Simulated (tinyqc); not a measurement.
# Chemical vapour deposition: Grove model, boundary layer, depletion and step coverage, step by step

A worked calculation. Computed by tinyqc, a small Python program that keeps every step. Command: `OMP_NUM_THREADS=1 python tinyqc.py 3029184 3029185 out.jsonl cvd walk`. One thread of a shared host (Intel(R) Xeon(R) Processor @ 2.30GHz), about 0.01 s of CPU time with the checks. Intermediate numbers are printed to about 7 digits and carried at full precision; extremes and crossings named in words are read from the listed rows.

A precursor diffuses to the surface and reacts there at first order; each molecule that reacts adds one formula unit of film.

Inputs (values chosen for the exercise, close to those used for epitaxial silicon from a chlorosilane):

| quantity | value | unit |
|---|---|---|
| prefactor k0 of k_s | 3.2e+07 | cm/s |
| activation energy E | 1.81 | eV |
| temperature T | 1060 | C |
| total pressure p | 29 | torr |
| mole fraction of the precursor Y | 0.0034 | - |
| gas diffusivity D0 at 273.15 K and 760 torr | 0.2 | cm^2/s |
| film density N | 5e+22 | formula units/cm^3 |
| precursor mass M | 170 | u |
| trench width w | 0.034 | um |
| aspect ratio of the trench | 5.5 | - |
| gas velocity U | 78 | cm/s |
| kinematic viscosity nu0 at 273.15 K and 760 torr | 0.47 | cm^2/s |
| susceptor length L | 54 | cm |
| channel height b | 7.4 | cm |

Reactor: horizontal, reduced pressure.

Constants: k_B = 1.380649e-23 J/K; u = 1.6605390666e-27 kg; k_B = 8.617333262e-05 eV/K.

## Gas-phase and surface constants

k_s = k0 exp(-E/(k_B T)); C_g = Y p/(k_B T), 1 torr = 133.322 Pa; D = D0 (T/273.15)^1.75 (760/p). Temperatures in kelvin are T(C) + 273.15. Mean speed c = sqrt(8 k_B T/(pi M)); reactive sticking probability beta = 4 k_s/c.

surface rate constant k_s = 4.599496 cm/s

precursor density C_g = 7.141944e+14 1/cm^3

gas diffusivity D = 84.00048 cm^2/s

mean speed c = 40747.62 cm/s

sticking probability beta = 4.515107e-04

## Boundary layer

nu = nu0 (T/273.15)^1.75 (760/p); Re = U L/nu; mean boundary layer delta = (2/3) L/sqrt(Re), at most b/2; h_g = D/delta.

Reynolds number Re = 21.33726

boundary layer delta = 3.7 cm

mass-transfer coefficient h_g = 22.70283 cm/s

Caution: the boundary layer is capped at b/2, so U, L and nu no longer affect h_g.

## Growth rate at the inlet

Fluxes in series: C_s = C_g/(1 + k_s/h_g); growth rate G = k_s h_g/(k_s + h_g) C_g/N; 1 cm/s = 6e8 nm/min.

ratio k_s/h_g = 0.2025957

C_s/C_g = 0.8315347

growth rate G at the inlet = 32.77844 nm/min

The surface reaction limits the rate, so temperature must be uniform.

## Depletion along the susceptor

Plug flow: U b dC/dx = -k_eff C with k_eff = k_s h_g/(k_s + h_g), so C falls as exp(-k_eff x/(U b)); the used share of the precursor is 1 - C(L)/C(0).

k_eff = 3.824640 cm/s

depletion length = 150.9161 cm

rate at the outlet over rate at the inlet = 0.6992027

rate at the outlet = 22.91877 nm/min

30.1 % of the precursor is used.

## Reaction control against transport control

The formulas are those given above.

Rates:

| T (C) | k_s (cm/s) | h_g (cm/s) | G (nm/min) | reaction limit (nm/min) | transport limit (nm/min) |
|---|---|---|---|---|---|
| 860 | 0.28512 | 17.08224 | 2.8277 | 2.8748 | 172.2400 |
| 910 | 0.62406 | 18.42305 | 5.8290 | 6.0264 | 177.9092 |
| 960 | 1.28184 | 19.80704 | 11.1548 | 11.8767 | 183.5187 |
| 1010 | 2.48934 | 21.23378 | 19.8399 | 22.1658 | 189.0717 |
| 1060 | 4.59950 | 22.70283 | 32.7784 | 39.4192 | 194.5708 |
| 1110 | 8.12943 | 24.21380 | 50.2744 | 67.1533 | 200.0186 |
| 1160 | 13.80864 | 25.76630 | 71.6750 | 110.0870 | 205.4174 |
| 1210 | 22.63226 | 27.35997 | 95.4185 | 174.3490 | 210.7693 |
| 1260 | 35.91775 | 28.99445 | 119.5611 | 267.6709 | 216.0762 |

The apparent activation energy of G is 1.67 eV between the first rows and 0.88 eV between the last, against E = 1.81 eV. k_s passes h_g between 1210 and 1260 C, where control shifts from the surface to the gas. In the reaction limit the slope is E - k_B T, because C_g falls as 1/T; any further lowering comes from transport.

## Step coverage in a trench

In a long trench of width w and depth l = aspect ratio x w: Knudsen diffusivity D_K = (2w) c/3 (hydraulic diameter 2w), combined as 1/D_e = 1/D_K + 1/D; D_e d2C/dz2 = 2 k_s C/w with D_e dC/dz = -k_s C at the floor. With m = sqrt(2 k_s/(w D_e)): C(floor)/C(top) = 1/[cosh(m l) + (k_s/(D_e m)) sinh(m l)].

Knudsen diffusivity D_K = 0.09236126 cm^2/s

effective diffusivity D_e = 0.09225982 cm^2/s

modulus m l = 0.1012665

step coverage = 0.9939709

Wall collisions limit transport in the trench; then m l = aspect ratio x sqrt(3 beta)/2, 0.1012, whatever the width. Coverage is nearly conformal. Caution: the hydraulic-diameter form of D_K is rough for a slit.

Checks made by the program: step coverage against a numerical boundary-value solution (relative difference below 1e-10).
